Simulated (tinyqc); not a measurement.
Reverse leakage of an n+-p junction: diffusion, generation, trap-assisted and band-to-band tunnelling: leakage components against the reverse bias.

One-sided abrupt junction in the depletion approximation, x from the junction (0) to W on the p side, field F = F0 (1 - x/W). Flat quasi-Fermi levels, long p side. Traps generate through SRH with both lifetimes shortened by 1 + Gamma (Hurkx enhancement, form for moderate fields); band-to-band generation is local and needs a total bending above Eg.

ni = sqrt(Nc Nv) exp(-Eg/(2 Vt)), Eg in volts; Vbi = Vt ln(Na Nd/ni^2); W = sqrt(2 eps0 eps_r (Vbi + VR)/(q Na)); F0 = 2 (Vbi + VR)/W; FG = sqrt(24 mt m0 (kB T)^3)/(q hbar); J_diff = q ni^2 sqrt(Dn/tau)(1 - exp(-VR/Vt))/Na. u = (Vbi + VR)(1 - x/W)^2, p = Na exp(-u/Vt), n = Nd exp((u - Vbi - VR)/Vt); G0 = ni^2 (1 - exp(-VR/Vt))/(tau (n + p + 2 ni cosh(Et/Vt))); Gamma = 2 sqrt(3 pi)(F/FG) exp((F/FG)^2); trap-assisted part G0 Gamma; G_bb = Ab F^2.5 exp(-Bb/F) with F in V/cm, zero unless Vbi + VR > Eg. Currents are q times the integrals over 0 to W; J_bb under 1e-8 of J is printed as 0; rows with F0/FG above 2.2, beyond the range of this Gamma, are left out.

Parameters, values chosen for the exercise; band and dielectric values close to those of silicon: temperature T = 300 K; band gap Eg = 1.11 eV; relative permittivity eps_r = 11.5; conduction-band density of states at T Nc = 2.77e19 cm^-3; valence-band density of states at T Nv = 2.61e19 cm^-3; acceptor density of the lighter side Na = 1.9e16 cm^-3; donor density of the heavier side Nd = 1e20 cm^-3; SRH lifetime of both carriers at zero field tau = 2e-9 s; trap level above the intrinsic level Et = 0 eV; tunnelling mass mt = 0.26 m0; electron diffusion coefficient on the lighter side Dn = 4.3 cm^2/s; band-to-band prefactor Ab = 4.2e14 cm^-0.5 V^-2.5 s^-1; band-to-band field constant Bb = 1.82e7 V/cm.

Constants: q = 1.602176634e-19 C, kB = 1.380649e-23 J/K, hbar = 1.054571817e-34 J s, m0 = 9.1093837015e-31 kg, Vt = kB T/q, eps0 = 8.8541878128e-14 F/cm where lengths are in cm. Results are converted to the units shown.

The same in every row: J_bb (A/cm^2) = 0.

Results:
```
VR (V),F0 (kV/cm),F0/FG,J_diff (A/cm^2),J_SRH (A/cm^2),J_TAT (A/cm^2),J (A/cm^2),largest part
0.2,83.2,0.221,6.37e-11,2.31e-6,2.01e-6,4.32e-6,SRH generation
1,108,0.288,6.37e-11,7.76e-6,8.97e-6,1.67e-5,trap-assisted tunnelling
1.8,128,0.341,6.37e-11,1.17e-5,1.62e-5,2.79e-5,trap-assisted tunnelling
2.6,146,0.388,6.37e-11,1.50e-5,2.36e-5,3.87e-5,trap-assisted tunnelling
3.4,161,0.429,6.37e-11,1.79e-5,3.13e-5,4.92e-5,trap-assisted tunnelling
5,189,0.502,6.37e-11,2.29e-5,4.75e-5,7.04e-5,trap-assisted tunnelling
5.8,201,0.534,6.37e-11,2.51e-5,5.61e-5,8.11e-5,trap-assisted tunnelling
6.6,213,0.565,6.37e-11,2.71e-5,6.49e-5,9.20e-5,trap-assisted tunnelling
```

Estimate the missing row, VR = 4.2 V.

Computed row:
```
VR (V),F0 (kV/cm),F0/FG,J_diff (A/cm^2),J_SRH (A/cm^2),J_TAT (A/cm^2),J (A/cm^2),largest part
4.2,176,0.467,6.37e-11,2.05e-5,3.93e-5,5.98e-5,trap-assisted tunnelling
```

With this row back in the table: J rises from 4.32e-6 to 9.20e-5 A/cm^2. SRH generation leads at VR = 0.2, trap-assisted tunnelling from 1 on. The ratio J_TAT/J_SRH goes from 0.869 to 2.39 as F0/FG goes from 0.221 to 0.565.

Range of the model: The n+ side is degenerate, so Vbi from Boltzmann statistics is only a guide.

Numbers from tinyqc (`OMP_NUM_THREADS=1 python tinyqc.py 2290085 2290086 out.jsonl`; about 0.01 s on one thread of a shared Intel Xeon 2.30GHz).
